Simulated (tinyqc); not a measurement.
# Coupling ratio and rate constant from the late transient

Inverse problem. Long after the knee a floating-gate cell follows U = Vg - (tox/ag) B/ln(K t). Find K and ag.

Parameters, values chosen for the exercise: tunnel oxide thickness tox = 7.1 nm; control-gate voltage Vg = 11.2 V.

U at t = 0.002 and 0.2 s (V): [1.5305789, 2.9361436]
B = 24.336811 V/nm

Solution. 1/(Vg - U) is linear in ln t; the ratio of the two values gives ln(K t_a), and either value gives ag.

K = 2.87e14 1/s
ag = 0.660

Numbers from tinyqc (`OMP_NUM_THREADS=1 python tinyqc.py 2130152 2130153 out.jsonl`; about 0.02 s on one thread of a shared Intel Xeon 2.30GHz).
